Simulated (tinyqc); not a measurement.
Single-oscillator infrared dielectric function of a polar cubic crystal: one step, computed by the program tinyqc. Command: `OMP_NUM_THREADS=1 python tinyqc.py 3002491 3002492 out.jsonl infrared walk`. One thread of a shared host (Intel(R) Xeon(R) Processor @ 2.30GHz), about 0.01 s of CPU time with the checks.

One ion pair, charges +Z* and -Z*, in a cell of volume Omega = a^3/4. Frequencies omega are given as wavenumbers (1/cm); eps_s is the static dielectric constant.

Task: Optical constants at the probe frequency. eps(omega) = eps_inf + W^2/(omega_TO^2 - omega^2 - i gamma omega); n + i k = sqrt(eps) with k >= 0; R = |(n + i k - 1)/(n + i k + 1)|^2 at normal incidence from vacuum. omega is the probe ratio times omega_TO. Intensity decays over 1/(4 pi omega k); the loss function is Im(-1/eps).

Inputs (values chosen for the exercise, modelled on potassium chloride):
```
quantity                    value  unit
omega_TO                      139  1/cm
eps_inf                      2.13     -
phonon damping gamma          4.2  1/cm
probe frequency / omega_TO    1.4     -
```

Structure: rock salt. Free carriers: absent.

W = 241.3116 1/cm

Give: omega; Re eps; Im eps; n; k; reflectivity R; penetration depth of the intensity; loss function.

Result:

omega = 194.6 1/cm

Re eps = -1.0034

Im eps = 0.13807

n = 0.068758

k = 1.0040

reflectivity R = 0.87210

penetration depth of the intensity = 4.0728 micrometre

loss function = 0.13459

Re eps is negative: the wave is evanescent and the crystal reflects like a metal.
